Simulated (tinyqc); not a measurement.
# Trap density from one capacitance

Problem. Traps spread evenly through the insulator exchange electrons with the semiconductor by tunnelling, with tau(x) = t0 exp(2 ka x) at depth x from the interface. The admittance per area Y seen at depth x obeys dY/dx = -Y^2/(i w eps0 eox) + q Nb ln(1 + i w tau)/tau, with Y(0) = i w Cs and w = 2 pi f; the gate sees Y(tox) = G + i w C. Working variable y = Y/(i w), in uF/cm^2. Cox = eps0 eox/tox. Find Nb and G/w.

Inputs (values chosen for the exercise):
- eox = 19.1 (relative permittivity of the insulator)
- tox = 9.3 nm (insulator thickness)
- Cs = 2.7 uF/cm^2 (semiconductor capacitance in accumulation)
- ka = 3.3 1/nm (decay constant of the wave function in the insulator)
- t0 = 1e-11 s (time constant of a trap at the interface)
- f = 10000 Hz (frequency)

Constants: q = 1.602176634e-19 C, eps0 = 8.8541878128e-14 F/cm where lengths are in cm. Results are converted to the units shown.

C = 1.2152036 uF/cm^2

Solution. C rises steadily with Nb, so one density matches; in practice ka and t0 must come from the frequency dependence.

Nb = 1.70e19 cm^-3 eV^-1
G/w = 0.0161 uF/cm^2

Computed by the program tinyqc: `OMP_NUM_THREADS=1 python tinyqc.py 2202028 2202029 out.jsonl`, one thread of a shared Intel Xeon 2.30GHz, about 0.6 s for the whole run.
